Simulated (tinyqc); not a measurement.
Recursion (Haydock) method for the local density of states: surface site of a cubic lattice, step by step. Values are carried at full precision from step to step, so a last printed digit may differ when a step is redone from the rounded ones.

One orbital a site at energy 0, hopping -t to the 6 nearest neighbours of a cubic lattice; the start u0 is a site in the outermost layer of a half crystal, with energy V. Recursion: a_n = <u_n|H|u_n>, b_(n+1) u_(n+1) = (H - a_n) u_n - b_n u_(n-1), b > 0. G(z) = 1/(z - a0 - b1^2/(z - a1 - b2^2/(...))), z = E + i eta. After n levels the tail is b_n^2 T with the square-root terminator T = (z - sqrt(z - 2b) sqrt(z + 2b))/(2 b^2), b = 3t so that the band edges lie at -/+ 6t.

Parameters, chosen for this exercise: t = 0.9 eV (hopping); V = 0 eV (shift of the starting site); n = 6 (levels kept); E = -1.09 eV (energy); eta = 0.045 eV (broadening).

## The coefficients

Carry the recursion for n levels; the lattice is large enough that no wall but the surface is met.

Coefficients:

| n | a_n (eV) | b_(n+1) (eV) | b_(n+1)^2/t^2 |
|---|---|---|---|
| 0 | 0.0000 | 2.01246 | 5.0000 |
| 1 | 0.0000 | 2.44826 | 7.4000 |
| 2 | 0.0000 | 2.54644 | 8.0054 |
| 3 | 0.0000 | 2.59575 | 8.3184 |
| 4 | 0.0000 | 2.63613 | 8.5793 |
| 5 | 0.0000 | 2.64430 | 8.6325 |

b1^2/t^2 = 5 counts the neighbours of the start. All a_n vanish because the lattice is bipartite and V = 0. The b_n tend to a quarter of the band width, 2.700 eV.

## Moments from the coefficients

For a1 = a2 = 0: mu1 = a0, mu2 = a0^2 + b1^2, mu3 = a0^3 + 2 a0 b1^2, mu4 = a0^4 + 3 a0^2 b1^2 + b1^4 + b1^2 b2^2.

mu1 to mu4 (eV^n): 0.000  4.050  0.000  40.678

mu4/t^4 = 62 is the number of closed walks of four steps.

## The continued fraction at one energy

Start from the terminator and work up: G_i = 1/(z - a_i - S_i), S_i = b_(i+1)^2 G_(i+1), with T in place of G_n. The density is -Im G_0/pi.

Levels of the fraction:

| i | S_i (eV) | G_i (1/eV) |
|---|---|---|
| 5 | -0.5183-2.5150i | -0.0831-0.3721i |
| 4 | -0.5774-2.5856i | -0.0714-0.3662i |
| 3 | -0.4808-2.4677i | -0.0911-0.3759i |
| 2 | -0.5909-2.4374i | -0.0778-0.3872i |
| 1 | -0.4666-2.3208i | -0.1042-0.3952i |
| 0 | -0.4218-1.6007i | -0.2118-0.5216i |

local density of states = 0.1660 1/eV

A direct sum over the zone gives 0.1637 1/eV at the same z; 6 levels miss it by +1.4 %.

## Checks

- G from 7 levels against a direct sum over the zone at E = 8.6400 eV, above the band (1/eV): both 0.12307.

Computed by tinyqc, a small Python program: `OMP_NUM_THREADS=1 python tinyqc.py 1452669 1452670 out.jsonl` (the numbers bound the seed that draws the inputs); one thread of a shared host (Intel(R) Xeon(R) Processor @ 2.30GHz), about 0.08 s for the whole set of steps.
